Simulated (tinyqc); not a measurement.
Inside a calculation. Model: Born-von Karman spring model of a cubic crystal with one atom per cell. Computed by tinyqc, a small Python program that keeps every step. Command: `OMP_NUM_THREADS=1 python tinyqc.py 3025217 3025218 out.jsonl springs walk`. One thread of a shared host (Intel(R) Xeon(R) Processor @ 2.30GHz), about 0.1 s of CPU time with the checks. Intermediate numbers are printed to about 6 digits and carried at full precision; extremes and crossings named in words are read from the listed rows.

First neighbours lie at a/2 (1,1,1) (8 of them), second at a (1,0,0) (6), with all permutations and signs; the volume per atom is Omega = a^3/2. Two shells of springs match a real metal only roughly, above all at the zone boundary.

Inputs (values chosen for the exercise, modelled on tungsten):

| quantity | value | unit |
|---|---|---|
| lattice constant a | 3.165 | angstrom |
| atomic mass M | 183.84 | u |
| radial spring k1L | 5.08 | eV/angstrom^2 |
| transverse spring k1T | -0.18 | eV/angstrom^2 |
| radial spring k2L | 3.1 | eV/angstrom^2 |
| transverse spring k2T | -0.031 | eV/angstrom^2 |
| mesh divisions n | 10 | - |
| temperature T | 100 | K |

Lattice: bcc.

wave vector q (2 pi/a): 0.57  0.47  0

Constants: nu for 1 eV/(angstrom^2 u) = 15.6333042 THz; 1 eV/angstrom^3 = 160.2176634 GPa; u = 1.6605390666e-27 kg; h x 1 THz = 4.135667696 meV; k_B = 8.617333262e-05 eV/K; hbar^2/u = 4.18015928e-03 eV angstrom^2; hbar = 1.054571817e-34 J s; k_B = 1.380649e-23 J/K.

## Dynamical matrix at q

A neighbour at R with unit vector n couples by the matrix K(R) = kL n n^T + kT (1 - n n^T), and D(q) = (1/M) sum_R K(R) [1 - cos(q.R)].

D(q) (eV/(angstrom^2 u)):
```
          x         y         z
x  0.133443  0.074130  0.000000
y  0.074130  0.136081  0.000000
z  0.000000  0.000000  0.068560
```

## Frequencies and polarisations

Diagonalise D. An eigenvalue lambda of D in eV/(angstrom^2 u) gives nu = 15.6333042 THz x sqrt(lambda). Eigenvectors are columns, with the largest component positive; the longitudinal weight is (e.q)^2/q^2.

eigenvalues (eV/(angstrom^2 u)): 0.060620  0.068560  0.208904

frequencies (THz): 3.84909  4.09342  7.14536

polarisation vectors:
```
     mode 1   mode 2   mode 3
x   0.71337  0.00000  0.70079
y  -0.70079  0.00000  0.71337
z   0.00000  1.00000  0.00000
```

longitudinal weights: 0.010934  0.000000  0.989066

Mode 3 is the most longitudinal, with weight 0.99.

## Elastic constants from long waves

[ij,kl] = (1/(2 Omega)) sum_R K_ij R_k R_l; C11 = [xx,xx], C44 = [xx,yy], C12 = 2 [xy,xy] - C44; B = (C11 + 2 C12)/3; Zener ratio A = 2 C44/(C11 - C12). K(R) = kL n n^T + kT (1 - n n^T).

C11 = 473.144 GPa

C12 = 198.876 GPa

C44 = 156.151 GPa

bulk modulus B = 290.299 GPa

Zener ratio A = 1.13867

C12 - C44 = 42.72 GPa: the Cauchy relation fails because sum_R kT R^2 is not zero; a negative sum gives a positive Cauchy pressure.

## Sound velocities

rho = M/Omega and v = sqrt(C/rho), with C = C11, C44, C44 along [100]; (C11 + C12 + 2 C44)/2, C44, (C11 - C12)/2 along [110]; (C11 + 2 C12 + 4 C44)/3 and twice (C11 - C12 + C44)/3 along [111].

density rho = 19257.4 kg/m^3

Velocities (m/s):

| direction | longitudinal | transverse 1 | transverse 2 |
|---|---|---|---|
| [100] | 4956.76 | 2847.56 | 2847.56 |
| [110] | 5055.39 | 2847.56 | 2668.54 |
| [111] | 5087.84 | 2729.52 | 2729.52 |

Along [110] the two transverse waves differ by a factor sqrt(2 C44/(C11 - C12)) = 1.067.

## Frequencies at the zone boundary

The formulas are those given above.

Frequencies (THz) at points given in 2 pi/a:

| point | nu 1 | nu 2 | nu 3 |
|---|---|---|---|
| H (1, 0, 0) | 5.78497 | 5.78497 | 5.78497 |
| N (0.5, 0.5, 0) | 3.79547 | 4.05009 | 7.19028 |
| P (0.5, 0.5, 0.5) | 5.73481 | 5.73481 | 5.73481 |

## Highest frequency at H

Take the highest frequency at H = (1, 0, 0) (2 pi/a).

highest frequency at H = 5.78497 THz

## Dispersion against the sound-wave line

The last column divides the top branch by the straight line with its slope at G. End points in 2 pi/a: H = (1, 0, 0), N = (0.5, 0.5, 0).

Frequencies (THz) along two lines:

| line | fraction of the way | nu 1 | nu 2 | nu 3 | nu 3 / linear |
|---|---|---|---|---|---|
| G-H | 0.10 | 0.89623 | 0.89623 | 1.54697 | 0.987776 |
| G-H | 0.25 | 2.19512 | 2.19512 | 3.62538 | 0.925953 |
| G-H | 0.40 | 3.37832 | 3.37832 | 5.14517 | 0.821327 |
| G-H | 0.55 | 4.38061 | 4.38061 | 5.95247 | 0.691052 |
| G-H | 0.70 | 5.14397 | 5.14397 | 6.11210 | 0.557530 |
| G-H | 0.85 | 5.62211 | 5.62211 | 5.91944 | 0.444670 |
| G-H | 1.00 | 5.78497 | 5.78497 | 5.78497 | 0.369383 |
| G-N | 0.10 | 0.59374 | 0.63357 | 1.12481 | 0.995893 |
| G-N | 0.25 | 1.45246 | 1.54990 | 2.75160 | 0.974495 |
| G-N | 0.40 | 2.23092 | 2.38058 | 4.22634 | 0.935489 |
| G-N | 0.55 | 2.88610 | 3.07971 | 5.46753 | 0.880163 |
| G-N | 0.70 | 3.38179 | 3.60866 | 6.40659 | 0.810332 |
| G-N | 0.85 | 3.69060 | 3.93819 | 6.99162 | 0.728270 |
| G-N | 1.00 | 3.79547 | 4.05009 | 7.19028 | 0.636620 |

Along G-H the top branch ends at 37 % of its linear extrapolation. Along G-N the top branch ends at 64 % of its linear extrapolation, which is the 2/pi of a pure sine: planes normal to this line couple to their next planes alone. A Debye model keeps the straight line throughout.

## Thermal sums on a mesh

Mesh: q = sum_i (m_i + 1/2)/n b_i, m_i = 0..n-1, with b = [[0, 1, 1], [1, 0, 1], [1, 1, 0]] in 2 pi/a; sums are averages over the n^3 points, per atom. With x = h nu/(k_B T) and n = 1/(exp(x) - 1) for each mode: F = k_B T [x/2 + ln(1 - exp(-x))], U = k_B T x (n + 1/2), S/k_B = x n - ln(1 - exp(-x)), C/k_B = x^2 n (n + 1). <u_x^2> = (1/3) sum over modes of hbar^2/(2 M h nu) coth(x/2); zero-point energy = sum h nu/2. <u_x^2> converges slowly with the mesh, from below, with an error of order 1/n.

free energy F = 26.2916 meV/atom

energy U = 36.9291 meV/atom

entropy S = 1.23443 k_B/atom

heat capacity C = 1.95604 k_B/atom

<u_x^2> = 9.19137e-04 angstrom^2

zero-point energy = 29.8077 meV/atom

C is 65 % of the classical 3 k_B, and the zero-point energy is 81 % of U.

## Debye temperature from the elastic constants

Christoffel matrix G_xx = C11 n_x^2 + C44 (1 - n_x^2), G_xy = (C12 + C44) n_x n_y, with eigenvalues rho v^2; v_m^-3 is the mean of v^-3 over three branches and all directions (12 Gauss-Legendre points in cos(theta) times 24 angles phi = (j + 1/2) pi/12); q_D = (6 pi^2/Omega)^(1/3); Theta = hbar v_m q_D/k_B.

mean velocity v_m = 3091.07 m/s

Debye wave number q_D = 1.55162 1/angstrom

elastic Debye temperature = 366.343 K

## Full spectrum, Debye and Einstein heat capacities

Mesh: q = sum_i (m_i + 1/2)/n b_i, m_i = 0..n-1, with b = [[0, 1, 1], [1, 0, 1], [1, 1, 0]] in 2 pi/a; sums are averages over the n^3 points (here n = 14), per atom. Debye: C = 9 k_B (T/Theta)^3 int_0^(Theta/T) x^4 e^x/(e^x - 1)^2 dx with the elastic Theta. Einstein: three modes at the root-mean-square frequency. The last column is the Theta that makes the Debye formula give the full C at that T.

root-mean-square frequency = 4.98101 THz

Heat capacity (k_B/atom):

| T (K) | full spectrum | Debye | Einstein | Theta from C (K) |
|---|---|---|---|---|
| 44 | 0.58320 | 0.37419 | 0.39038 | 305.534 |
| 66 | 1.24719 | 0.92425 | 1.11055 | 305.091 |
| 92 | 1.82567 | 1.51725 | 1.75878 | 306.185 |
| 130 | 2.30462 | 2.07929 | 2.28044 | 307.201 |
| 180 | 2.60332 | 2.46009 | 2.59539 | 307.823 |
| 270 | 2.81324 | 2.74103 | 2.81148 | 308.246 |
| 370 | 2.89831 | 2.85795 | 2.89779 | 308.415 |
| 550 | 2.95333 | 2.93449 | 2.95322 | 308.523 |

The apparent Theta runs from 305 to 309 K against the elastic 366 K; at high T it tends to sqrt(5/3) h nu_rms/k_B = 309 K. At the lowest T the Debye value is 0.64 and the Einstein value 0.67 times the full one; dispersion bends the branches below the sound lines, so the real spectrum has more low modes than Debye assumes. At the highest T Debye misses by 0.64 % and Einstein by 0.0037 %.

Checks made by the program: slopes of the dispersion along [110] against the sound velocities (relative difference 2e-08); F = U - T S (relative difference below 1e-10).
